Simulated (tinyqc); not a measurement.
From results back to parameters: interface roughness in a thin film (subband fluctuation and scattering). Five cases, with inputs chosen for the exercise.

Problem. The screened mobility was computed from a hidden rms height D.

Gaussian roughness spectrum S(q) = pi D^2 Lc^2 exp(-q^2 Lc^2/4). Degenerate gas, taken to fill one subband (the second starts to fill once c kF^2/md exceeds E2 - E1, which is not tested here): kF = sqrt(2 pi Ns/gv), q = 2 kF sin(theta/2), 1/tau = (md/(2 pi c hbar)) G^2 times the integral from 0 to pi of S(q)(1 - cos theta)/eps(q)^2 dtheta, eps(q) = 1 + qs/q with screening (qs = gv md q0/(c eps), q0 = e^2/(4 pi eps0), form factors left out, which overstates the screening; other scattering is left out too, so these values lie far above measured mobilities in all but the thinnest films) or 1 without; mobility = tau c2/md with c2 = e/m0 = 1.75882e15 cm^2/(V s^2); 1e12/cm^2 = 1e-4/angstrom^2.

Constants: hbar^2/2m0 = 3.80998211 eV angstrom^2; hbar = 6.58211957e-16 eV s; e^2/(4 pi eps0) = 14.39964547 eV angstrom.

Case 1.

Values chosen (near those of a thin Ge channel on (111), one valley; the results hold for these values, not for the real material):
- md = 0.084 m0 (mass in the plane)
- gv = 1 (valleys)
- Lc = 36 angstrom (correlation length)
- Ns = 0.74 x 1e12/cm^2 (sheet density)
- eps = 11.6 (mean dielectric constant at the channel)

G = |dE1/dt| = 7.0987 meV/angstrom
mobility = 2207.37 cm^2/(V s)

Case 2.

Values chosen (near those of a thin InGaAs channel; the results hold for these values, not for the real material):
- md = 0.044 m0 (mass in the plane)
- gv = 1 (valleys)
- Lc = 22 angstrom (correlation length)
- Ns = 2.6 x 1e12/cm^2 (sheet density)
- eps = 11.3 (mean dielectric constant at the channel)

G = |dE1/dt| = 1.2897 meV/angstrom
mobility = 1.22170e+06 cm^2/(V s)

Case 3.

Values chosen (near those of a thin GaN channel; the results hold for these values, not for the real material):
- md = 0.195 m0 (mass in the plane)
- gv = 1 (valleys)
- Lc = 40 angstrom (correlation length)
- Ns = 8.9 x 1e12/cm^2 (sheet density)
- eps = 9.4 (mean dielectric constant at the channel)

G = |dE1/dt| = 5.0567 meV/angstrom
mobility = 190366 cm^2/(V s)

Case 4.

Values chosen (near those of a thin Ge channel on (111), one valley; the results hold for these values, not for the real material):
- md = 0.082 m0 (mass in the plane)
- gv = 1 (valleys)
- Lc = 50 angstrom (correlation length)
- Ns = 2 x 1e12/cm^2 (sheet density)
- eps = 12.4 (mean dielectric constant at the channel)

G = |dE1/dt| = 1.9729 meV/angstrom
mobility = 58602.8 cm^2/(V s)

Case 5.

Values chosen (near those of a thin GaN channel; the results hold for these values, not for the real material):
- md = 0.204 m0 (mass in the plane)
- gv = 1 (valleys)
- Lc = 30 angstrom (correlation length)
- Ns = 10 x 1e12/cm^2 (sheet density)
- eps = 9.7 (mean dielectric constant at the channel)

G = |dE1/dt| = 1.8914 meV/angstrom
mobility = 104231 cm^2/(V s)

Find: mobility for D = 1 angstrom; D.

Solution. The mobility goes as 1/D^2, so D is the square root of the ratio. One value fixes only D^2 times a function of Lc; a second density is needed to part the two.

Case 1.

mobility for D = 1 angstrom = 3.022e+04 cm^2/(V s)
D = 3.70 angstrom

Case 2.

mobility for D = 1 angstrom = 4.887e+06 cm^2/(V s)
D = 2.00 angstrom

Case 3.

mobility for D = 1 angstrom = 4.283e+05 cm^2/(V s)
D = 1.50 angstrom

Case 4.

mobility for D = 1 angstrom = 7.595e+05 cm^2/(V s)
D = 3.60 angstrom

Case 5.

mobility for D = 1 angstrom = 1.668e+06 cm^2/(V s)
D = 4.00 angstrom

Computed by tinyqc, one run a case: `OMP_NUM_THREADS=1 python tinyqc.py N N+1 out.jsonl` with N = 1280588, 1280605, 1280717, 1280727, 1280756; one thread of a shared Intel(R) Xeon(R) Processor @ 2.30GHz, about 0.01 s a run at most.
